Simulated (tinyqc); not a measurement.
Two electrons on one impurity (helium-like model): one step. Units and equal orbitals. Three cases, with inputs chosen for the exercise.

Problem. Give Ha*, a*, the best common exponent Z - 5/16, E = -(Z - 5/16)^2, and the binding of the second electron -Z^2/2 - E.

Units Ha* = 2 Ry m/eps^2 and a* = a0 eps/m. One electron is bound by Z^2/2. Two electrons in the singlet built from exp(-a r) and exp(-b r): S = 8 (ab)^(3/2)/(a + b)^3, h_aa = a^2/2 - Z a, h_bb alike, h_ab = S (ab/2 - Z (a + b)/2), J = ab (a^2 + 3ab + b^2)/(a + b)^3, K = 20 (ab)^3/(a + b)^5, E = (h_aa + h_bb + 2 S h_ab + J + K)/(1 + S^2). For a = b this is a^2 - 2 Z a + 5a/8. Real double donors are deeper, since the central cell is left out.

Constants: Ry = 13.60569312 eV; a0 (Bohr radius) = 0.5291772105 angstrom.

Give: Ha*; a*; exponent; E with equal orbitals; binding of the second electron.

Case 1.

Values chosen (out of a larger set: near those of impurities in Si; not measured data): m = 0.297 m0 (one mean mass); eps = 11.9 (dielectric constant); Z = 2 (effective charge (1: D- centre, 2: double donor; other values mimic a central cell)).

Solution.

Ha* = 57.071 meV
a* = 21.20 angstrom
exponent = 1.6875
E with equal orbitals = -2.84766 Ha*
binding of the second electron = 48.38 meV

The first electron is bound by 114.1 meV, 2.36 times as much as the second.

Case 2.

Values chosen (out of a larger set: near those of impurities in 3C SiC; not measured data): m = 0.339 m0 (one mean mass); eps = 9.5 (dielectric constant); Z = 2.2 (effective charge (1: D- centre, 2: double donor; other values mimic a central cell)).

Solution.

Ha* = 102.212 meV
a* = 14.83 angstrom
exponent = 1.8875
E with equal orbitals = -3.56266 Ha*
binding of the second electron = 116.79 meV

The first electron is bound by 247.4 meV, 2.12 times as much as the second.

Case 3.

Values chosen (out of a larger set: near those of impurities in Si; not measured data): m = 0.316 m0 (one mean mass); eps = 11.5 (dielectric constant); Z = 3 (effective charge (1: D- centre, 2: double donor; other values mimic a central cell)).

Solution.

Ha* = 65.019 meV
a* = 19.26 angstrom
exponent = 2.6875
E with equal orbitals = -7.22266 Ha*
binding of the second electron = 177.03 meV

The first electron is bound by 292.6 meV, 1.65 times as much as the second.

Computed by tinyqc, one run a case: `OMP_NUM_THREADS=1 python tinyqc.py N N+1 out.jsonl` with N = 1280162, 1280204, 1280391; one thread of a shared Intel(R) Xeon(R) Processor @ 2.30GHz, about 0.04 s a run at most.
